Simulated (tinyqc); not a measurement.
n-type polysilicon, carrier trapping at grain boundaries: one step of the calculation.

One-dimensional grains of size Lg, uniform ionised doping N, monovalent traps Qt at each boundary at a depth Et below (for electrons) or above (for holes) the band edge there, abrupt depletion of width W on each side of a boundary, Boltzmann statistics. xi is the distance from the band edge at the grain centre to the Fermi level. Trapped charge Qt/(1 + exp((xi + VB - Et)/Vt)) = 2 N W, barrier VB = q N W^2/(2 eps0 eps_r).

Task. Resistivity and effective mobility. n0 = NB exp(-xi/Vt); mean density n0 (1 - 2 W/Lg) by charge balance in a partly depleted grain, and n0 (sqrt(pi)/2) erf(u)/u with u = sqrt(VB/Vt) in a fully depleted one; v = sqrt(kB T/(2 pi ms m0)); barrier resistivity Vt exp(VB/Vt)/(q fe n0 v Lg); grain resistivity (1 - 2 W/Lg)/(q n0 mug); effective mobility 1/(q mean density total resistivity).

Parameters, values chosen for the exercise; values of the order met in polycrystalline silicon:
- T = 350 K (temperature)
- NB = 3.53e19 cm^-3 (conduction-band density of states at T)
- Lg = 160 nm (grain size)
- ms = 0.51 m0 (mass for thermionic emission)
- fe = 1 (correction factor of the emission rate)
- mug = 57 cm^2/(V s) (mobility inside the grains)

Constants: q = 1.602176634e-19 C, kB = 1.380649e-23 J/K, m0 = 9.1093837015e-31 kg, Vt = kB T/q. Results are converted to the units shown.

W = 14.133903 nm
xi = 0.15920855 V
VB = 0.027806257 V

Wanted: n0; mean density; v; barrier resistivity; grain resistivity; resistivity; effective mobility.

Result.

n0 = 1.800e17 cm^-3
mean density = 1.482e17 cm^-3
v = 4.069e6 cm/s
barrier resistivity = 0.04039 ohm cm
grain resistivity = 0.5009 ohm cm
resistivity = 0.5412 ohm cm
effective mobility = 77.81 cm^2/(V s)

The resistivity is 0.890 times that of a single crystal with the same N and mobility mug, and the mean density is 82.3 % of N. The effective mobility exceeds mug only because drift through the depleted grain is left out.

Numbers from tinyqc (`OMP_NUM_THREADS=1 python tinyqc.py 2830181 2830182 out.jsonl`; about 0.01 s on one thread of a shared Intel Xeon 2.30GHz).
